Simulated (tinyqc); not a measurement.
# Inputs raised by 5 %, one at a time

Model: chemical vapour deposition: Grove model, boundary layer, depletion and step coverage. Computed by tinyqc, a small Python program. Command: `OMP_NUM_THREADS=1 python tinyqc.py 3000811 3000812 out.jsonl cvd sens`. One thread of a shared host (Intel(R) Xeon(R) Processor @ 2.30GHz), about 0.02 s of CPU time with the checks.

A precursor diffuses to the surface and reacts there at first order; each molecule that reacts adds one formula unit of film.

Inputs (values chosen for the exercise, close to those used for epitaxial silicon from a chlorosilane):

| quantity | value | unit |
|---|---|---|
| prefactor k0 of k_s | 970000 | cm/s |
| activation energy E | 1.88 | eV |
| temperature T | 1190 | C |
| total pressure p | 27 | torr |
| mole fraction of the precursor Y | 0.0054 | - |
| gas diffusivity D0 at 273.15 K and 760 torr | 0.13 | cm^2/s |
| film density N | 5e+22 | formula units/cm^3 |
| precursor mass M | 135.5 | u |
| trench width w | 0.046 | um |
| aspect ratio of the trench | 18 | - |
| gas velocity U | 61 | cm/s |
| kinematic viscosity nu0 at 273.15 K and 760 torr | 0.48 | cm^2/s |
| susceptor length L | 24 | cm |
| channel height b | 9.4 | cm |

Reactor: horizontal, reduced pressure.

Constants: k_B = 1.380649e-23 J/K; u = 1.6605390666e-27 kg; k_B = 8.617333262e-05 eV/K.

Method:
- k_s = k0 exp(-E/(k_B T)); C_g = Y p/(k_B T), 1 torr = 133.322 Pa; D = D0 (T/273.15)^1.75 (760/p).
- Temperatures in kelvin are T(C) + 273.15.
- Mean speed c = sqrt(8 k_B T/(pi M)); reactive sticking probability beta = 4 k_s/c.
- nu = nu0 (T/273.15)^1.75 (760/p); Re = U L/nu; mean boundary layer delta = (2/3) L/sqrt(Re), at most b/2; h_g = D/delta.
- Fluxes in series: C_s = C_g/(1 + k_s/h_g); growth rate G = k_s h_g/(k_s + h_g) C_g/N; 1 cm/s = 6e8 nm/min.
- Plug flow: U b dC/dx = -k_eff C with k_eff = k_s h_g/(k_s + h_g), so C falls as exp(-k_eff x/(U b)); the used share of the precursor is 1 - C(L)/C(0).
- In a long trench of width w and depth l = aspect ratio x w: Knudsen diffusivity D_K = (2w) c/3 (hydraulic diameter 2w), combined as 1/D_e = 1/D_K + 1/D; D_e d2C/dz2 = 2 k_s C/w with D_e dC/dz = -k_s C at the floor. With m = sqrt(2 k_s/(w D_e)): C(floor)/C(top) = 1/[cosh(m l) + (k_s/(D_e m)) sinh(m l)].

Runs:

| input moved | from | to | rate at the outlet over rate at the inlet | step coverage | modulus m l | ratio k_s/h_g |
|---|---|---|---|---|---|---|
| base run | - | - | 0.98680 | 0.99652 | 0.081301 | 0.022096 |
| prefactor k0 of k_s (cm/s) | 970000 | 1018500 | 0.98616 | 0.99635 | 0.083309 | 0.023201 |
| activation energy E (eV) | 1.88 | 1.974 | 0.99364 | 0.99835 | 0.056002 | 0.010484 |
| total pressure p (torr) | 27 | 28.35 | 0.98682 | 0.99652 | 0.081305 | 0.023201 |
| mole fraction of the precursor Y | 0.0054 | 0.00567 | 0.98680 | 0.99652 | 0.081301 | 0.022096 |
| gas diffusivity D0 at 273.15 K and 760 torr (cm^2/s) | 0.13 | 0.1365 | 0.98679 | 0.99652 | 0.081297 | 0.021044 |
| aspect ratio of the trench | 18 | 18.9 | 0.98680 | 0.99618 | 0.085366 | 0.022096 |
| susceptor length L (cm) | 24 | 25.2 | 0.98615 | 0.99652 | 0.081301 | 0.022096 |

Exponents ln(y'/y) / ln(x'/x):

| input | rate at the outlet over rate at the inlet | step coverage | modulus m l | ratio k_s/h_g |
|---|---|---|---|---|
| prefactor k0 of k_s | -0.013 | -0.004 | 0.500 | 1.00 |
| activation energy E | 0.142 | 0.038 | -7.640 | -15.28 |
| total pressure p | 0.000 | 0.000 | 0.001 | 1.00 |
| mole fraction of the precursor Y | 0.000 | 0.000 | 0.000 | 0.00 |
| gas diffusivity D0 at 273.15 K and 760 torr | 0.000 | 0.000 | -0.001 | -1.00 |
| aspect ratio of the trench | 0.000 | -0.007 | 1.000 | 0.00 |
| susceptor length L | -0.014 | 0.000 | 0.000 | 0.00 |

Among the inputs moved here: rate at the outlet over rate at the inlet answers most in size to activation energy E (exponent +0.142), next to susceptor length L (-0.014); its exponent is below 0.0005 for total pressure p, mole fraction of the precursor Y, gas diffusivity D0 at 273.15 K and 760 torr, aspect ratio of the trench. Step coverage answers most in size to activation energy E (exponent +0.038), next to aspect ratio of the trench (-0.007); its exponent is below 0.0005 for total pressure p, mole fraction of the precursor Y, gas diffusivity D0 at 273.15 K and 760 torr, susceptor length L. modulus m l answers most in size to activation energy E (exponent -7.640), next to aspect ratio of the trench (+1.000); its exponent is below 0.0005 for mole fraction of the precursor Y, susceptor length L. Its exponent +1.000 in aspect ratio of the trench: the modulus is proportional to depth. Ratio k_s/h_g answers most in size to activation energy E (exponent -15.280), next to prefactor k0 of k_s (+1.000); its exponent is below 0.0005 for mole fraction of the precursor Y, aspect ratio of the trench, susceptor length L.

Caution (all rows): the boundary layer is capped at b/2, so U, L and nu no longer affect h_g. Caution (all rows): the hydraulic-diameter form of D_K is rough for a slit.
